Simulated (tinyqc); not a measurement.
Changing the test frequency f: admittance spectroscopy and thermally stimulated current of one trap level in a depletion layer. Computed by tinyqc, a small Python program. Command: `OMP_NUM_THREADS=1 python tinyqc.py 3110473 3110474 out.jsonl admit sweep`. One thread of a shared host (Intel(R) Xeon(R) Processor @ 2.30GHz), about 0.01 s of CPU time with the checks.

A Schottky junction on n-type material holds one donor-like electron trap; shallow donors are fully ionised and abrupt depletion edges are assumed.

Inputs (values chosen for the exercise, modelled on n-type silicon):
```
quantity                         value    unit
dielectric constant eps           11.5       -
density-of-states mass m          1.11     m_0
shallow doping N               7.4e+15  1/cm^3
trap density N_t               3.8e+15  1/cm^3
trap depth E_t below the band    0.347      eV
capture cross section sigma    6.6e-17    cm^2
band bending V_b                     1       V
```

Constants: k_B = 1.380649e-23 J/K; m_0 = 9.1093837015e-31 kg; h = 6.62607015e-34 J s; k_B = 8.617333262e-05 eV/K; eps_0 = 8.8541878128e-12 F/m; e = 1.602176634e-19 C.

Method:
- N_c = 2 (2 pi m k_B T/h^2)^(3/2), v_th = sqrt(3 k_B T/m), emission rate e_n = sigma v_th N_c exp(-E_t/(k_B T)).
- Where the level crosses the Fermi level capture equals emission, so the trap follows the signal with the rate 2 e_n; G/omega peaks at omega = 2 e_n (the correction for large N_t/N is left out).
- Solve 2 e_n(T_p) = 2 pi f.
- With E_c - E_F = k_B T_p ln(N_c/N): lambda = sqrt(2 eps eps_0 (E_t - (E_c - E_F))/(e^2 N)); traps are empty and charged for x < x_t = w - lambda, and V_b = e (N w^2 + N_t x_t^2)/(2 eps eps_0). High frequency: C_hf = eps eps_0/w. Low frequency: C_lf = eps eps_0 (N + N_t)/(N w + N_t x_t).

One run for each value; columns: (1) test frequency f (Hz); (2) peak temperature T_p (K); (3) step (C_lf - C_hf)/C_hf; (4) E_c - E_F = k_B T_p ln(N_c/N) (eV); (5) lambda (nm):
```
(1)        (2)      (3)      (4)     (5)
10      205.59  0.19861  0.13674  190.04
70      225.86  0.19023  0.15297  182.56
500     250.57  0.17945  0.17307  172.84
4000    282.90  0.16428  0.19984  158.99
30000   322.61  0.14350  0.23337  139.70
200000  370.71  0.11354  0.27482  111.35
```

Over the rows, peak temperature T_p (K) rises from 206 to 371 (exponent d ln y / d ln x 0.048 between the first rows and 0.073 between the last); step (C_lf - C_hf)/C_hf falls from 0.199 to 0.114 (exponent d ln y / d ln x -0.022 between the first rows and -0.12 between the last); E_c - E_F = k_B T_p ln(N_c/N) (eV) rises from 0.137 to 0.275 (exponent d ln y / d ln x 0.058 between the first rows and 0.086 between the last).  Left out: 1.00e6, 1.00e7 (the level does not cross the Fermi level inside the depletion layer).

Caution (all rows): N_t/N is not small, so the peak moves away from omega = 2 e_n.

Extremes, crossings and ranges named in words are read from the listed rows.
